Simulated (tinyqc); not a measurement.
Correction of a charged-defect supercell by a model charge and potential alignment (plane-averaged potentials). From one set of inputs to another, one input at a time. Computed by tinyqc, a small Python program. Command: `OMP_NUM_THREADS=1 python tinyqc.py 3110582 3110583 out.jsonl align ladder`. One thread of a shared host (Intel(R) Xeon(R) Processor @ 2.30GHz), about 0.03 s of CPU time with the checks.

The "true" defect charge is (1 - x) q in a Gaussian of width sigma plus x q in one of width sigma_t, so the exact answer is known; the correction sees only a single model Gaussian of width sigma_m. A Gaussian of width s has the transform rho(G) = exp(-G^2 s^2/2), normalised to 1. A uniform background cancels q, so G = 0 is left out. Potentials are those felt by a unit positive charge. E_0 is the formation energy of the isolated defect, E_cell its value in the supercell, E_lat = E_iso - E_per of the model charge, C the true less the model potential far from the defect; the exact correction is E_0 - E_cell, and the error of a scheme is E_cell plus its correction less E_0.

The inputs printed are set A. Inputs not listed in the table keep their values of set A, so the rows need not describe a real material.

Inputs (values chosen for the exercise, with screening close to that of silicon): defect charge q = 1 e; dielectric constant eps = 11.7; edge of the cubic cell L = 10.8 angstrom; width sigma of the true defect charge = 0.92 angstrom; width sigma_m of the model charge = 0.69 angstrom; share x of the charge in a wide tail = 0; width sigma_t of the tail = 1.6 angstrom; formation energy of the isolated defect E_0 = 3.29 eV.

Constants: e^2/(4 pi eps_0) = 14.39964548 eV angstrom.

Method:
- Periodic energy E_per = (2 pi q^2/(eps L^3)) (e^2/(4 pi eps_0)) sum_(G != 0) rho(G)^2/G^2, G = (2 pi/L)(n1, n2, n3), |n_i| <= 16. Isolated energy: two Gaussians of charges q_a, q_b and widths a, b interact by q_a q_b (e^2/(4 pi eps_0 eps)) sqrt(2/pi)/sqrt(a^2 + b^2), and the self-energy is half the sum over pairs.
- Supercell value E_cell = E_0 + E_per - E_iso for the true charge.
- E_lat = E_iso - E_per for the model charge; point-charge value alpha q^2 e^2/(4 pi eps_0 eps 2 L) with alpha = 2.837297.
- Plane-averaged potential at distance z from the defect: V(z) = (4 pi q/(eps L^3)) (e^2/(4 pi eps_0 e)) sum_(m != 0) rho(G_m) cos(G_m z)/G_m^2, G_m = 2 pi m/L, |m| <= 40.
- C = difference at z = L/2; E_corr = E_cell + E_lat - q C. For charges that have died out at L/2, C = (2 pi q/(eps L^3)) (e^2/(4 pi eps_0 e)) (<s^2> - sigma_m^2), <s^2> = (1 - x) sigma^2 + x sigma_t^2.

Each row keeps all changes above it:
```
input moved                                       from    to  exact correction (eV)  E_lat (eV)  error without alignment (meV)
set A                                                -     -                0.15647     0.15874                         2.2732
edge of the cubic cell L (angstrom)               10.8  12.9                0.13230     0.13363                         1.3339
width sigma_t of the tail (angstrom)               1.6   2.1                0.13230     0.13363                         1.3339
width sigma_m of the model charge (angstrom)      0.69   1.1                0.13230     0.13099                        -1.3098
dielectric constant eps                           11.7  21.3                0.07267     0.07195                        -0.7195
width sigma of the true defect charge (angstrom)  0.92   1.2                0.07150     0.07195                         0.4551
```

Exact correction goes from 0.156 to 0.0715, a factor 0.457 in all. The largest single move comes from dielectric constant eps (a factor 0.549). E_lat goes from 0.159 to 0.0720, a factor 0.453 in all. The largest single move comes from dielectric constant eps (a factor 0.549). Error without alignment goes from 2.27 to 0.455, -1.82 in all. The largest single move comes from width sigma_m of the model charge (-2.64), and width sigma of the true defect charge works against it (+1.17). The single moves hold for this order of the switches; the total does not depend on the order.

Extremes, crossings and ranges named in words are read from the listed rows.
